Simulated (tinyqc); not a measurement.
Inside a calculation. Method: tight binding, honeycomb lattice. One step of it, computed by the program tinyqc.

Problem. Bloch Hamiltonian at K. H_AB = -t1 (1 + exp(-i k.a1) + exp(-i k.a2)); H_AA = delta - 2 t2 sum cos(k.b + phi), H_BB = -delta - 2 t2 sum cos(k.b - phi), b = a1, a2 - a1, -a2.

Parameters chosen for this model:
```
parameter,value,unit
t1,1.810000,"eV, nearest"
t2,0.360000,"eV, second neighbours"
phi,1.570000,"rad, phase of t2 (Haldane)"
delta,1.910000,"eV, +/- on A and B"
```

k point K (fractions of the reciprocal vectors): 0.333333  0.666667

Give: H(k) at K.

Solution.

H(k) at K (eV):
```
,A,B
A,3.7815,0.0000
B,0.0000,-3.7798
```
